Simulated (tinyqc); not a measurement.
Inverse iteration on a symmetric matrix, step by step. Computed by tinyqc, a small Python program that keeps every step. Settings: method = inverse, shift = 0.74. Command: `OMP_NUM_THREADS=1 python tinyqc.py 25107 25108 out.jsonl` (the two numbers bound the seeds that draw the settings). One thread of a shared host (Intel(R) Xeon(R) Processor @ 2.60GHz), about 0.01 s of CPU time with the checks.

## Step 1

A:
```
           1          2          3          4          5          6
1   0.037000  -0.080000   0.440000   1.089000  -0.468000   0.045000
2  -0.080000   1.256000  -0.051000  -0.212000  -0.905000   0.702000
3   0.440000  -0.051000   2.497000  -0.192000   0.412000  -0.092000
4   1.089000  -0.212000  -0.192000   3.316000   0.059000   0.280000
5  -0.468000  -0.905000   0.412000   0.059000   3.996000   0.012000
6   0.045000   0.702000  -0.092000   0.280000   0.012000   5.235000
```

vector v at the start: 0.408248  0.408248  0.408248  0.408248  0.408248  0.408248

shift = 0.740000

solve (A - shift) w = v; v' = w/|w| with its largest component positive (the first on a tie); lambda = v'^T A v'.

vector after step 1: -0.120046  0.927102  0.074684  0.185561  0.263708  -0.128523

Rayleigh quotient after step 1 = 0.879442

## Step 2

As before.

vector after step 2: -0.072765  0.940948  -0.004366  0.128293  0.260160  -0.158624

Rayleigh quotient after step 2 = 0.866005

## Course of the iteration

Stop when the residual |A v - lambda v| is below 1e-9.

Steps:

| step | lambda | residual |
|---|---|---|
| 1 | 0.87944239 | 2.47e-01 |
| 2 | 0.86600466 | 1.44e-02 |
| 3 | 0.86601613 | 1.19e-03 |
| 4 | 0.86601667 | 1.16e-04 |
| 5 | 0.86601667 | 1.18e-05 |
| 6 | 0.86601667 | 1.24e-06 |
| 7 | 0.86601667 | 1.31e-07 |
| 8 | 0.86601667 | 1.39e-08 |
| 9 | 0.86601667 | 1.47e-09 |
| 10 | 0.86601667 | 1.57e-10 |

all eigenvalues, for comparison: -0.442815  0.866017  2.514083  3.641251  4.345055  5.413409

Converged in 10 steps.
